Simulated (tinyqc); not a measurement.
What each parameter does: round or elliptic silicon nanowire with anisotropic valleys (Ritz method).

Wire along x = [100] on a (001) wafer, y = [010], z = [001]. Valley groups, two valleys each (w = inverse masses): A, axis along z: w_y = 1/mt, w_z = 1/ml, m_x = mt; B, axis along y: w_y = 1/ml, w_z = 1/mt, m_x = mt; C, axis along x: w_y = w_z = 1/mt, m_x = ml.

Hard wall on the ellipse (y/a)^2 + (z/b)^2 = 1, c = hbar^2/2m0. With u = y/a, v = z/b the operator is -c [(w_y/a^2) d2/du2 + (w_z/b^2) d2/dv2] on the unit disc. Basis (1 - u^2 - v^2) u^i v^j; S, X and Y are the disc integrals of f f', (df/du)(df'/du) and (df/dv)(df'/dv), from the integral of u^p v^q = 2 Gamma((p+1)/2) Gamma((q+1)/2)/((p + q + 2) Gamma((p+q+2)/2)) for even p, q; H = c (w_y X/a^2 + w_z Y/b^2).

Converged values use 21 functions of each parity class (e or o in u, then in v).

Constants: hbar^2/2m0 = 3.80998211 eV angstrom^2.

Parameters, chosen for this exercise (near those of a Si nanowire; shifted at random, so the results belong to these values and not to a real crystal):
- ml = 0.917 m0 (longitudinal mass)
- mt = 0.19 m0 (transverse mass)
- a = 27 angstrom (semi-axis along y)
- b = 27 angstrom (semi-axis along z)

Lowest level of groups A and B.

One parameter was then changed.

Results before and after:
```
case     A (eV)  B (eV)  B - A (meV)
base     0.0944  0.0944          0.0
changed  0.0974  0.1070          9.6
```

Which of these changes was made? (a) b = 25 angstrom; (b) mt = 0.171 m0; (c) a = 25 angstrom; (d) ml = 1.027 m0.

Answer: (a) b = 25 angstrom. Of the candidates, run in turn, only this one gives the changed row.

All candidates:
```
case             A (eV)  B (eV)  B - A (meV)
base             0.0944  0.0944          0.0
a = 25 angstrom  0.1070  0.0974         -9.6
b = 25 angstrom  0.0974  0.1070          9.6
ml = 1.027 m0    0.0924  0.0924          0.0
mt = 0.171 m0    0.1028  0.1028          0.0
```

(tinyqc, `OMP_NUM_THREADS=1 python tinyqc.py 1282760 1282761 out.jsonl`, Intel(R) Xeon(R) Processor @ 2.30GHz, 1 thread, shared host, about 0.02 s.)
